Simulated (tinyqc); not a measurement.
Pump-down curve: gas flow in a process chamber: flow regimes, conductance, effective pumping speed, pump-down, outgassing and purge. Computed by tinyqc, a small Python program. Command: `OMP_NUM_THREADS=1 python tinyqc.py 3120458 3120459 out.jsonl pump walk`. One thread of a shared host (Intel(R) Xeon(R) Processor @ 2.30GHz), about 0.08 s of CPU time with the checks.

Ideal gas, isothermal flow, a pump of constant speed at the end of a round pipe; process gas, volume gas and outgassing are given the same properties. 1 sccm = 101325 Pa x 1e-6 m^3/60 s x T/273.15 K.

Inputs (values chosen for the exercise, modelled on oxygen near room temperature):

| quantity | value | unit |
|---|---|---|
| molar mass M | 32 | g/mol |
| molecular diameter | 0.36 | nm |
| viscosity eta | 20.6 | micropascal s |
| temperature T | 350 | K |
| chamber volume V | 22 | L |
| wall area | 1.7 | m^2 |
| pipe diameter d | 6.3 | cm |
| pipe length l | 64 | cm |
| pump speed S | 42 | L/s |
| outgassing rate after 1 h | 3.6e-06 | Pa m^3/(s m^2) |
| outgassing exponent n | 1.1 | - |
| starting pressure p0 | 1300 | Pa |

Constants: k_B = 1.380649e-23 J/K; u = 1.6605390666e-27 kg.

Method:
- Mean speed c = sqrt(8 k_B T/(pi m)); aperture conductance C_a = c pi d^2/16; molecular pipe C_m = C_a/(1 + 3 l/(4 d)) (Dushman form); viscous pipe C_v = pi d^4 p_mean/(128 eta l); Knudsen interpolation C = C_v + C_m (1 + x)/(1 + 1.24 x), x = d p_mean sqrt(m/(k_B T))/eta.
- Effective speed 1/S_eff = 1/S + 1/C_m; time constant V/S_eff; pressure at which the free path k_B T/(sqrt2 pi d_m^2 p) equals d.
- Pump-down: V dp/dt = -S_eff(p) p + q(t) A, with S_eff = S p_2/p, where p_2 solves C((p + p_2)/2) (p - p_2) = S p_2 at each moment, and q(t) = q_1 (1 h/(t + 10 s))^n; integrated adaptively. At long times p = q(t) A/S_eff.
- S_eff(p) is tabulated at 260 pressures and interpolated in ln p. Comparison columns: p0 exp(-t/time constant) with the molecular S_eff (0 below 1e-26 p0), and the outgassing limit.

time constant = 1.02943 s

S_eff in molecular flow = 21.3710 L/s

Pressure against time:

| t (s) | p (Pa) | S_eff (L/s) | volume gas only (Pa) | outgassing limit (Pa) |
|---|---|---|---|---|
| 0.3 | 7.3385e+02 | 41.918 | 9.7136e+02 | 1.7978e-01 |
| 1 | 1.9397e+02 | 41.692 | 4.9211e+02 | 1.6723e-01 |
| 3 | 5.5042e+00 | 34.104 | 7.0519e+01 | 1.3916e-01 |
| 10 | 9.7741e-02 | 20.906 | 7.8552e-02 | 8.6641e-02 |
| 30 | 4.2383e-02 | 21.010 | 2.8681e-10 | 4.0420e-02 |
| 100 | 1.3527e-02 | 21.211 | 0 | 1.3284e-02 |
| 300 | 4.2768e-03 | 21.314 | 0 | 4.2497e-03 |
| 1000 | 1.1612e-03 | 21.355 | 0 | 1.1591e-03 |
| 3600 | 2.8564e-04 | 21.367 | 0 | 2.8550e-04 |
| 20000 | 4.3403e-05 | 21.370 | 0 | 4.3400e-05 |
| 100000 | 7.3929e-06 | 21.371 | 0 | 7.3928e-06 |

What does the comparison show, and why?

From t = 10 s on the pressure is within 20 % of the outgassing limit, which falls only as (t + 10 s)^-1.1: walls, not volume, set the time to base pressure. Early on viscous flow raises S_eff to 41.9 L/s, 2.0 times its molecular value.
